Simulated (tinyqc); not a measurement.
From one set of inputs to another, one input at a time: dopant redistribution at a moving silicon-oxide interface during parabolic oxidation. Computed by tinyqc, a small Python program. Command: `OMP_NUM_THREADS=1 python tinyqc.py 3002585 3002586 out.jsonl segox ladder`. One thread of a shared host (Intel(R) Xeon(R) Processor @ 2.30GHz), about 0.01 s of CPU time with the checks.

Uniformly doped silicon is oxidised with x_ox = sqrt(B t); the interface advances into the silicon by alpha x_ox, alpha = 0.44. The dopant does not move in the oxide, and at the interface C(silicon) = m C(oxide).

The inputs printed are set A. Set A is modelled on boron in silicon under dry oxygen; the values taken over come from a set modelled on antimony in silicon under steam. Inputs not listed in the table keep their values of set A, so the rows need not describe a real material.

Inputs (values chosen for the exercise, modelled on boron in silicon under dry oxygen):
```
quantity                                           value    unit
dopant prefactor D0                                 1.07  cm^2/s
dopant activation energy E                           3.5      eV
oxidation prefactor B0                               700  um^2/h
oxidation activation energy E_B                     1.25      eV
segregation coefficient m = C(silicon)/C(oxide)     0.31       -
bulk doping C_B                                  1.2e+16  1/cm^3
temperature T                                       1050       C
time t                                              0.87       h
```

Constants: k_B = 8.617333262e-05 eV/K.

Method:
- D = D0 exp(-E/(k_B T)), converted with 1 cm^2/s = 3.6e11 um^2/h; B = B0 exp(-E_B/(k_B T)); s = alpha sqrt(B/(4 D)), the interface advance over 2 sqrt(D t).
- Temperatures in kelvin are T(C) + 273.15.
- With the dopant diffusivity D and s = alpha x_ox/(2 sqrt(D t)), in the silicon C = C_B + (C_s - C_B) erfc(y/(2 sqrt(D t)))/erfc(s), y from the original surface. Dopant balance at the interface gives C_s/C_B = 1/[1 + (1/(m alpha) - 1) g], g = sqrt(pi) s exp(s^2) erfc(s).
- Consumed silicon held alpha x_ox C_B; the oxide holds x_ox times the dopant concentration in the oxide; the difference is the excess in the silicon; 1 um = 1e-4 cm.

Each row keeps all changes above it:
```
input moved                                                                    from          to  excess in the silicon (1/cm^2)      s  concentration in the oxide (1/cm^3)
set A                                                                             -           -                      -9.453e+10  0.181                            1.448e+16
oxidation prefactor B0 (um^2/h) and oxidation activation energy E_B (eV)  700, 1.25  350, 0.772                      -7.798e+10  1.040                            6.600e+15
dopant prefactor D0 (cm^2/s) and dopant activation energy E (eV)          1.07, 3.5  4.32, 3.92                      -1.160e+10  3.264                            5.476e+15
segregation coefficient m = C(silicon)/C(oxide)                                0.31         6.1                       2.038e+10  3.264                            4.935e+15
bulk doping C_B (1/cm^3)                                                    1.2e+16     5.9e+15                       1.002e+10  3.264                            2.426e+15
time t (h)                                                                     0.87         3.8                       2.094e+10  3.264                            2.426e+15
```

Which inputs carry the difference?

Excess in the silicon goes from -9.45e10 to 2.09e10, +1.15e+11 in all. The largest single move comes from dopant prefactor D0 with dopant activation energy E (+6.64e+10), and bulk doping C_B works against it (-1.04e+10). s goes from 0.181 to 3.26, a factor 18.1 in all. The largest single move comes from oxidation prefactor B0 with oxidation activation energy E_B (a factor 5.75). Concentration in the oxide goes from 1.45e16 to 2.43e15, a factor 0.168 in all. The largest single move comes from oxidation prefactor B0 with oxidation activation energy E_B (a factor 0.456). The single moves hold for this order of the switches; the total does not depend on the order.

Caution (rows set A): in this case the oxide is not much thicker than a typical Deal-Grove length A, so real growth is slower than parabolic. Caution (all rows): parabolic growth needs an oxide much thicker than the Deal-Grove length A, which fails for thin films and low temperatures; oxidation-enhanced or retarded diffusion is ignored.

Extremes, crossings and ranges named in words are read from the listed rows.
